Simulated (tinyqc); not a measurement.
# Undoped symmetric double-gate MOSFET, analytic potential model: effect of the temperature

An undoped body of thickness ts between two equal insulators and tied gates; long channel, electrons only, n = ni exp((psi - V)/Vt) with V the quasi-Fermi potential (0 at the source, Vd at the drain), constant mobility, no quantisation. Across the body psi(x) = V - 2 Vt ln[(ts/(2 beta)) sqrt(q ni/(2 eps0 eps_r Vt)) cos(2 beta x/ts)], x from the centre. Q is the electron charge per area of the whole body.

Nc and Nv are given at 250 K and scale as (T/250 K)^1.5; Eg and mu are held fixed. ni = sqrt(Nc Nv) exp(-Eg/(2 Vt)), Eg in volts; r = eps_r tox/(eox ts); V0 = dphi + 2 Vt ln[(2/ts) sqrt(2 eps0 eps_r Vt/(q ni))]. beta (between 0 and pi/2) solves (Vg - V0 - V)/(2 Vt) = ln(beta) - ln(cos beta) + 2 r beta tan(beta). Q = 8 eps0 eps_r Vt beta tan(beta)/ts; I = mu (1/L)(4 eps0 eps_r/ts)(2 Vt)^2 [g(beta_s) - g(beta_d)] per width, g = beta tan(beta) - beta^2/2 + r beta^2 tan^2(beta), with beta_s at V = 0 and beta_d at V = Vd.  I(low) is taken at Vg = 0.03 V, Qs and I(high) at Vg = 0.78 V.

Inputs (values chosen for the exercise); material values close to those of germanium: band gap Eg = 0.651 eV; relative permittivity of the semiconductor eps_r = 15.9; conduction-band density of states at the reference temperature Nc = 7.84e18 cm^-3; valence-band density of states at the reference temperature Nv = 4.59e18 cm^-3; relative permittivity of the gate insulator eox = 7.7; insulator thickness tox = 3.7 nm; body thickness ts = 10 nm; gate work function less that of the intrinsic body dphi = -0.02 V; channel mobility mu = 560 cm^2/(V s); gate length L = 1 um; drain voltage Vd = 0.5 V.

Constants: q = 1.602176634e-19 C, kB = 1.380649e-23 J/K, Vt = kB T/q, eps0 = 8.8541878128e-14 F/cm where lengths are in cm. Results are converted to the units shown.

Result of one run:

| V0 (V) | I(low) (nA/um) | Qs(high) (nC/cm^2) | I(high) (uA/um) |
|---|---|---|---|
| 0.2500 | 12.65 | 1584 | 233.6 |

Which temperature T gave this result: 220, 310, 340, 370 or 400 K?

T = 400 K.

The whole series:

| T (K) | V0 (V) | I(low) (nA/um) | Qs(high) (nC/cm^2) | I(high) (uA/um) |
|---|---|---|---|---|
| 220 | 0.2806 | 0.004114 | 1560 | 212.6 |
| 250 | 0.2758 | 0.03239 | 1559 | 215.2 |
| 280 | 0.2709 | 0.1692 | 1561 | 218.3 |
| 310 | 0.2659 | 0.6589 | 1564 | 221.7 |
| 340 | 0.2607 | 2.061 | 1569 | 225.4 |
| 370 | 0.2554 | 5.453 | 1576 | 229.4 |
| 400 | 0.2500 | 12.65 | 1584 | 233.6 |
| 430 | 0.2444 | 26.40 | 1594 | 238.0 |

As T goes from 220 to 430 K, I(low) rises from 0.00411 to 26.4 nA/um and I(high) rises from 213 to 238 uA/um. V0 falls from 0.281 to 0.244 V. In every row the surface density at the source at the higher gate voltage passes 0.3 Nc, where Boltzmann statistics fail. In every row the mobility is held fixed, though a real one changes with T.

tinyqc, about 0.03 s, one thread, Intel Xeon 2.30GHz (shared host): `OMP_NUM_THREADS=1 python tinyqc.py 2440169 2440170 out.jsonl`
